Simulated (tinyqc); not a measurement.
# Short-channel transistor, virtual-source model with series resistance: effects of single changes

The current per gate width is the charge at the top of the source barrier (the virtual source) times its velocity times a saturation function; al and be are fitting constants of the model. Units: I in uA/um, Rs in ohm um, so I Rs = 1e-6 I Rs in volts; Q in uC/cm^2, so I = 1e-4 Q vx0 Fsat with vx0 in cm/s.

Inputs (values chosen for the exercise):

| symbol | value | unit | meaning |
|---|---|---|---|
| T | 300 | K | temperature |
| Cinv | 1.78 | uF/cm^2 | inversion capacitance |
| vx0 | 7.09e6 | cm/s | velocity at the virtual source |
| mu | 140 | cm^2/(V s) | apparent mobility |
| L | 65 | nm | channel length |
| VT0 | 0.287 | V | threshold at zero drain voltage |
| dl | 0.048 | V/V | drain-induced barrier lowering |
| n0 | 1.28 |  | subthreshold factor |
| nd | 0.2 | 1/V | growth of n with drain voltage |
| al | 3.5 |  | threshold shift (in units of Vt) from weak to strong inversion |
| be | 2 |  | sharpness of saturation |
| Rs | 50 | ohm um | series resistance of each contact |

Constants: q = 1.602176634e-19 C, kB = 1.380649e-23 J/K, Vt = kB T/q. Results are converted to the units shown.

Each table varies one quantity; the others keep the values above.

## Effect of the drain-induced barrier lowering on the on and off currents

Intrinsic voltages Vg' = Vgs - I Rs, Vd' = Vds - 2 I Rs. n = n0 + nd Vd', VT = VT0 - dl Vd', Ff = 1/(1 + exp((Vg' - VT + al Vt/2)/(al Vt))), Q = Cinv n Vt ln(1 + exp((Vg' - VT + al Vt Ff)/(n Vt))), Vdsat = (vx0 L/mu)(1 - Ff) + Vt Ff, Fsat = u/(1 + u^be)^(1/be) with u = Vd'/Vdsat, and I = Q vx0 Fsat per width. I is solved self-consistently. Ion is I at Vgs = Vds = 0.5 V, Ioff at Vgs = 0, Vds = 0.5 V, and Rlin = Vds/I at Vgs = 0.5 V, Vds = 0.05 V.

Effect of the drain-induced barrier lowering on the on and off currents:
```
dl (V/V)  Ion (uA/um)  Ioff (nA/um)  log10(Ion/Ioff)  Rlin (ohm um)
0               219.7         153.9            3.155           1258
0.04            236.9         259.2            2.961           1249
0.08            254.2         432.6            2.769           1242
0.12            271.4         714.5            2.580           1234
0.16            288.6          1165            2.394           1226
0.2             305.7          1873            2.213           1218
0.24            322.8          2957            2.038           1211
0.28            339.7          4576            1.871           1203
```

Read the table: what changes, and by how much?

As dl goes from 0 to 0.28 V/V, Ion rises from 220 to 340 uA/um, Ioff rises from 154 to 4580 nA/um and Rlin falls from 1260 to 1200 ohm um. Ion changes by a factor of 1.55 and Ioff by 29.7. The off current depends on it through an exponential, the on current about linearly. For dl = 0.16 to 0.28 V/V the off current passes 1 uA/um, so the device is hardly off at Vgs = 0.

## Transfer curves at low and high drain voltage

Same model as above.

Columns for Vds = 0.05 V and 0.5 V; gm = dI/dVgs at 0.5 V.

Transfer curves at low and high drain voltage:
```
Vgs (V)  I, low Vds (uA/um)  I, high Vds (uA/um)  gm (uS/um)
0                   0.07665               0.2874       7.402
0.06                 0.3366                1.283       30.76
0.12                  1.210                4.993       105.5
0.19                  4.031                18.71       307.6
0.25                  8.746                44.01       534.4
0.31                  15.23                81.73       709.6
0.38                  23.90                135.8       823.1
0.44                  31.83                186.9       874.7
0.5                   40.07                240.4       904.8
```

At Vds = 0.5 V the current spans 2.9 decades, from 0.287 to 240 uA/um. Between the first two rows the swing is 92.3 mV a decade, against n Vt ln 10 = 82.1. At Vgs = 0 the higher drain voltage raises the current by a factor of 3.75, at Vgs = 0.5 V by 6.00. The transconductance rises from 7.40 to 905 uS/um; Cinv vx0, its value in strong inversion and saturation without series resistance, is 1260 uS/um.

Program tinyqc, `OMP_NUM_THREADS=1 python tinyqc.py 2380025 2380026 out.jsonl`; Intel Xeon 2.30GHz, shared host, one thread, about 0.01 s.
